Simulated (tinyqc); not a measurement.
Input admittance of a MOSFET at zero drain bias: distributed channel and distributed gate: two steps of the calculation.

Source and drain grounded, strong inversion, w = 2 pi f, Cox = eps0 eox/tox. The channel is an RC line of resistance 1/(mu Cox Vo) per square fed from both ends, so one finger has the intrinsic admittance y = i w Cox L tanh(g)/g per width, g = (1/2) sqrt(i w tau), tau = L^2/(mu Vo). The vertical resistance rv/L is in series with y, the overlaps 2 i w Cov in parallel: y_t = 1/(1/y + rv/L) + 2 i w Cov. The gate strip is a line of Rsh/L per length loaded by y_t, so a finger has Y = y_t Wf tanh(k)/k, k = (Wf/sd) sqrt(y_t Rsh/L); the device has Nf Y.

Inputs (values chosen for the exercise); values of the order met in silicon radio-frequency transistors: relative permittivity of the gate insulator (close to silicon dioxide) eox = 3.9; insulator thickness tox = 6.8 nm; channel length L = 0.46 um; finger width Wf = 3.1 um; number of fingers Nf = 8; channel mobility mu = 290 cm^2/(V s); gate overdrive Vo = 0.77 V; sheet resistance of the gate Rsh = 6.1 ohm/square; vertical resistivity of the gate stack rv = 8.9 ohm um^2; number of ends at which a finger is contacted sd = 1; overlap and fringe capacitance on each side Cov = 0.21 fF/um; frequency f = 38 GHz.

Constants: eps0 = 8.8541878128e-14 F/cm where lengths are in cm. Results are converted to the units shown.

Question 1. Admittance of the channel and stack per width. tau, g, c = Cox L, y and y_t as defined.

Give: tau; g; c; y; y_t.

Answer 1.

tau = 9.476 ps
g = 0.5318+0.5318i
c = 2.336 fF/um
y = 100.0+535.1i uS/um
y_t = 105.3+633.3i uS/um

w tau = 2.26, and Im y is 0.959 of w c.

Question 2. Input impedance of the device. k and Y as defined; Z = 1/(Nf Y) = R + 1/(i w C); Q = |Im Z|/R; signal at the point farthest from a contact |1/cosh k|.

y_t = 105.29594+633.28507i uS/um

Give: k; Nf Y; R; C; Q; signal at the far point.

Answer 2.

k = 0.21821+0.18492i
Nf Y = 3.015+15.553i mS
R = 12.013 ohm
C = 67.587 fF
Q = 5.1584
signal at the far point = 0.99280

tinyqc, about 0.01 s, one thread, Intel Xeon 2.30GHz (shared host): `OMP_NUM_THREADS=1 python tinyqc.py 2262206 2262207 out.jsonl`
